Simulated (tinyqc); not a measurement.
Worked calculation: MP2 on RHF in the sto-3g basis, for H3+, spin multiplicity 1. Computed by tinyqc, a small Python program that keeps every step (integrals from PySCF). Settings: charge = 1, multiplicity = 1, basis = sto-3g, method = RHF, energy threshold = 1e-10, iteration cap = 88, orthogonalisation = symmetric, start = atomic densities, DIIS depth = 6. Command: `OMP_NUM_THREADS=1 python tinyqc.py 23107 23108 out.jsonl` (the two numbers bound the seeds that draw the settings). One thread of a shared host (Intel(R) Xeon(R) Processor @ 2.60GHz), about 0.08 s of CPU time with the checks. The early iterations of the SCF are left out here.

## One-electron integrals

Geometry (angstrom):
```
atom        x        y         z
H     0.00000  0.00000   0.00000
H     0.00000  0.00000   1.02400
H     0.00000  0.93000  -0.42900
```

Basis sto-3g: exponents (1/bohr^2) and contraction coefficients of normalised primitives:
```
element  l (shell)  exponent  coefficient
H            s (1)   3.42525      0.15433
H            s (1)   0.62391      0.53533
H            s (1)   0.16886      0.44463
```

Overlap, kinetic and nuclear-attraction integrals over the contracted functions; the nuclear repulsion is the sum of Za Zb / Rab.

nuclear repulsion = 1.3402038 hartree

overlap S:
```
         1H 1s    2H 1s    3H 1s
1H 1s  1.00000  0.48246  0.48235
2H 1s  0.48246  1.00000  0.18413
3H 1s  0.48235  0.18413  1.00000
```

kinetic energy T (hartree):
```
         1H 1s     2H 1s     3H 1s
1H 1s  0.76003   0.10265   0.10259
2H 1s  0.10265   0.76003  -0.00366
3H 1s  0.10259  -0.00366   0.76003
```

nuclear attraction V (hartree):
```
          1H 1s     2H 1s     3H 1s
1H 1s  -2.23118  -0.95475  -0.95449
2H 1s  -0.95475  -2.03523  -0.33738
3H 1s  -0.95449  -0.33738  -2.03515
```

core Hamiltonian H = T + V (hartree):
```
          1H 1s     2H 1s     3H 1s
1H 1s  -1.47115  -0.85210  -0.85191
2H 1s  -0.85210  -1.27520  -0.34104
3H 1s  -0.85191  -0.34104  -1.27512
```

## Two-electron integrals

Functions are numbered as in S; the eight-fold symmetry (ij|kl) = (ji|kl) = (kl|ij) leaves the list below.

Two-electron integrals (ij|kl) in chemists' order, unique and non-zero (hartree):
```
(11|11) 0.77461   (21|11) 0.29836   (21|21) 0.14817   (22|11) 0.47029
(22|21) 0.29836   (22|22) 0.77461   (31|11) 0.29828   (31|21) 0.11524
(31|22) 0.18478   (31|31) 0.14810   (32|11) 0.10058   (32|21) 0.04770
(32|22) 0.09276   (32|31) 0.04769   (32|32) 0.01836   (33|11) 0.47024
(33|21) 0.18481   (33|22) 0.30394   (33|31) 0.29828   (33|32) 0.09276
(33|33) 0.77461
```

## Orthogonalisation

S = U s U^T; symmetric (Loewdin) form X = U s^(-1/2) U^T, so that X^T S X = 1.

eigenvalues of S: 0.40366  0.81587  1.78047

X:
```
          1H 1s     2H 1s     3H 1s
1H 1s   1.21683  -0.28894  -0.28885
2H 1s  -0.28894   1.10686  -0.00027
3H 1s  -0.28885  -0.00027   1.10681
```

## Iteration 9 (converged): orbitals

converged F (hartree):
```
          1H 1s     2H 1s     3H 1s
1H 1s  -0.76715  -0.64203  -0.64192
2H 1s  -0.64203  -0.58421  -0.34063
3H 1s  -0.64192  -0.34063  -0.58416
```

Diagonalise F' = X^T F X, C = X C', fill 1 alpha and 1 beta electrons from the bottom; D = 2 C_occ C_occ^T. Each column has its largest component positive (the first on a tie).

F' = X^T F X (hartree):
```
          1         2         3
1  -0.38756  -0.40630  -0.40620
2  -0.40630  -0.36902  -0.07053
3  -0.40620  -0.07053  -0.36906
```

orbital energies (hartree): MO1 -0.98868, MO2 -0.29851, MO3 0.16155

coefficients C:
```
           MO1       MO2       MO3
1H 1s  0.54540  -0.00008   1.16196
2H 1s  0.36607  -0.78274  -0.74963
3H 1s  0.36602   0.78295  -0.74932
```

D after iteration 9:
```
         1H 1s    2H 1s    3H 1s
1H 1s  0.59492  0.39930  0.39925
2H 1s  0.39930  0.26801  0.26797
3H 1s  0.39925  0.26797  0.26794
```

## Convergence

Stop when the energy changes by less than 1e-10 hartree and every element of the error matrix X^T (F D S - S D F) X is below 3e-06.

Course of the cycle:
```
iteration  E (hartree)     change  largest element of the error matrix
1           -0.6651394          -                             4.92e-02
2           -1.1994546  -5.34e-01                             9.69e-03
3           -1.1995420  -8.75e-05                             2.43e-03
4           -1.1995479  -5.84e-06                             1.54e-04
5           -1.1995479  -1.81e-08                             7.49e-05
6           -1.1995479  -3.01e-09                             5.09e-05
7           -1.1995479  -1.06e-09                             3.90e-05
8           -1.1995479  -1.52e-09                             6.17e-11
9           -1.1995479    0.00000                             1.00e-10
```

PySCF RHF in the same basis = -1.1995479 hartree

Converged in 9 iterations.

## Integrals over molecular orbitals

(pq|rs) = sum C_ip C_jq C_kr C_ls (ij|kl), one index at a time.

one-electron integrals over orbitals h = C^T H C (hartree):
```
          1         2         3
1  -1.55108   0.00003  -0.07375
2   0.00003  -1.14493  -0.00002
3  -0.07375  -0.00002  -0.83405
```

Two-electron integrals over orbitals (pq|rs), unique and non-zero (hartree):
```
(11|11) 0.56240     (21|11) -3.00e-05   (21|21) 0.14484     (22|11) 0.49563
(22|21) 0.00005     (22|22) 0.55904     (31|11) 0.07375     (31|21) 7.57e-06
(31|22) -0.05529    (31|31) 0.13999     (32|11) 1.23e-05    (32|21) -0.13041
(32|22) -4.25e-05   (32|31) -3.32e-05   (32|32) 0.13613     (33|11) 0.56780
(33|21) -0.00005    (33|22) 0.50134     (33|31) 0.09142     (33|32) 3.52e-05
(33|33) 0.60965
```

## Second-order Moller-Plesset energy

Hartree-Fock energy = -1.1995479 hartree

E2 = sum_ijab (ia|jb) [2 (ia|jb) - (ib|ja)] / (e_i + e_j - e_a - e_b) over occupied i, j and virtual a, b; the opposite-spin part is (ia|jb)^2 / denominator, the rest is same-spin, and SCS-MP2 scales them by 6/5 and 1/3.

Terms:
```
i  j  a  b   (ia|jb)   (ib|ja)  denominator       term
1  1  2  2   0.14484   0.14484     -1.38032   -0.01520
1  1  3  3   0.13999   0.13999     -2.30045   -0.00852
1  1  2  3  7.57e-06  7.57e-06     -1.84038  -3.12e-11
1  1  3  2  7.57e-06  7.57e-06     -1.84038  -3.12e-11
```

Pair energies (hartree; pair i-j sums ij and ji):
```
pair  opposite spin  same spin
1-1        -0.02372          0
```

MP2 correlation energy = -0.0237182 hartree

SCS-MP2 correlation energy = -0.0284619 hartree

MP2 total energy = -1.2232662 hartree
